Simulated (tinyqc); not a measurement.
Slope factor and drain-induced lowering from three currents.

Inverse problem. With source and body at 0 V, I = A exp((Vg + dd Vd)/(nf Vt)) (1 - exp(-Vd/Vt)). Find nf, the swing nf Vt ln 10 and dd.

Parameters, values chosen for the exercise:
```
symbol  value  unit      meaning
T         398     K  temperature
```

Constants: q = 1.602176634e-19 C, kB = 1.380649e-23 J/K, Vt = kB T/q. Results are converted to the units shown.

currents at (Vg, Vd) = (0, 0.05), (0, 0.8) and (0.08, 0.8) V (nA/um): 0.27214012  1.7501047  9.6049527

Solution. The pair at equal Vd gives nf; the pair at equal Vg, after dividing out the factors 1 - exp(-Vd/Vt), gives dd.

nf = 1.370
swing = 108.2 mV/decade
dd = 0.1000

Computed by the program tinyqc: `OMP_NUM_THREADS=1 python tinyqc.py 2242130 2242131 out.jsonl`, one thread of a shared Intel Xeon 2.30GHz, about 0.03 s for the whole run.
